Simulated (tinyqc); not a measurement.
# Slope factor and drain-induced lowering from three currents

Question. With source and body at 0 V, I = A exp((Vg + dd Vd)/(nf Vt)) (1 - exp(-Vd/Vt)). Find nf, the swing nf Vt ln 10 and dd.

Values chosen for this exercise:
- T = 300 K (temperature)

Constants: q = 1.602176634e-19 C, kB = 1.380649e-23 J/K, Vt = kB T/q. Results are converted to the units shown.

currents at (Vg, Vd) = (0, 0.05), (0, 1) and (0.12, 1) V (nA/um): [9.4104809e-4, 0.0036343096, 0.15826110]

Solution. The pair at equal Vd gives nf; the pair at equal Vg, after dividing out the factors 1 - exp(-Vd/Vt), gives dd.

nf = 1.23
swing = 73.2 mV/decade
dd = 0.0400

Computed by the program tinyqc: `OMP_NUM_THREADS=1 python tinyqc.py 2242195 2242196 out.jsonl`, one thread of a shared Intel Xeon 2.30GHz, about 0.04 s for the whole run.
